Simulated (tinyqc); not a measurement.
# Input admittance of a MOSFET at zero drain bias: distributed channel and distributed gate, step by step

Program tinyqc, `OMP_NUM_THREADS=1 python tinyqc.py 2262057 2262058 out.jsonl`; Intel Xeon 2.30GHz, shared host, one thread, about 0.01 s. Printed values are rounded.

Source and drain grounded, strong inversion, w = 2 pi f, Cox = eps0 eox/tox. The channel is an RC line of resistance 1/(mu Cox Vo) per square fed from both ends, so one finger has the intrinsic admittance y = i w Cox L tanh(g)/g per width, g = (1/2) sqrt(i w tau), tau = L^2/(mu Vo). The vertical resistance rv/L is in series with y, the overlaps 2 i w Cov in parallel: y_t = 1/(1/y + rv/L) + 2 i w Cov. The gate strip is a line of Rsh/L per length loaded by y_t, so a finger has Y = y_t Wf tanh(k)/k, k = (Wf/sd) sqrt(y_t Rsh/L); the device has Nf Y.

Values chosen for this exercise; values of the order met in silicon radio-frequency transistors: relative permittivity of the gate insulator (close to silicon nitride) eox = 7.53; insulator thickness tox = 6.6 nm; channel length L = 0.11 um; finger width Wf = 6.9 um; number of fingers Nf = 8; channel mobility mu = 430 cm^2/(V s); gate overdrive Vo = 0.69 V; sheet resistance of the gate Rsh = 34 ohm/square; vertical resistivity of the gate stack rv = 5.6 ohm um^2; number of ends at which a finger is contacted sd = 2; overlap and fringe capacitance on each side Cov = 0.34 fF/um; frequency f = 2.8 GHz.

Constants: eps0 = 8.8541878128e-14 F/cm where lengths are in cm. Results are converted to the units shown.

## Low-frequency resistances and capacitance

Low-frequency limits, with c = Cox L and ct = c + 2 Cov: R_strip = Rsh Wf/(3 sd^2 L Nf), R_ch = (c/ct)^2 L/(12 mu Cox Vo Wf Nf), R_vert = (c/ct)^2 rv/(L Wf Nf), C = ct Wf Nf.

parts (ohm): strip 22.2159, channel 0.213232, vertical 0.354938
sum = 22.7841 ohm
C = 98.8743 fF
1/(2 pi R C) = 70.6489 GHz

The strip term is the largest, 97.5 % of the sum.

## Admittance of the channel and stack per width

tau, g, c = Cox L, y and y_t as defined.

tau = 0.407819 ps
g = 0.0299473+0.0299473i
c = 1.11120 fF/um
y = 0.0117+19.5493i uS/um
y_t = 0.0311+31.5124i uS/um

w tau = 0.00717, and Im y is 1.00 of w c.

## Input impedance of the device

k and Y as defined; Z = 1/(Nf Y) = R + 1/(i w C); Q = |Im Z|/R; signal at the point farthest from a contact |1/cosh k|.

k = 0.240881+0.240643i
Nf Y = 0.06878+1.73624i mS
R = 22.7820 ohm
C = 98.8447 fF
Q = 25.2416
signal at the far point = 0.998825

R is within 0.01 % of its low-frequency limit and C is 0.030 % below its own.
